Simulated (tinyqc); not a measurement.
Trap density from the capacitance step.

Inverse problem. A junction with shallow donors Nd and a deep trap has C_HF = eps0 eps_r/W and C_LF = eps0 eps_r (Nd + Nt)/(Nd W + Nt xt), xt = W - lam. Find W, xt and Nt.

Parameters, values chosen for the exercise:
```
symbol   value   unit                meaning
eps_r     11.6         relative permittivity
Nd      8.5e15  cm^-3  shallow donor density
```

Constants: eps0 = 8.8541878128e-14 F/cm where lengths are in cm. Results are converted to the units shown.

C_HF = 33.678552 nF/cm^2
C_LF = 41.824006 nF/cm^2
lam = 154.64868 nm

Solution. C_HF gives W. With y = C_LF/C_HF, Nt/Nd = (y - 1)/(1 - y xt/W).

W = 305.0 nm
xt = 150.3 nm
Nt = 5.300e15 cm^-3

tinyqc, about 0.01 s, one thread, Intel Xeon 2.30GHz (shared host): `OMP_NUM_THREADS=1 python tinyqc.py 2050042 2050043 out.jsonl`
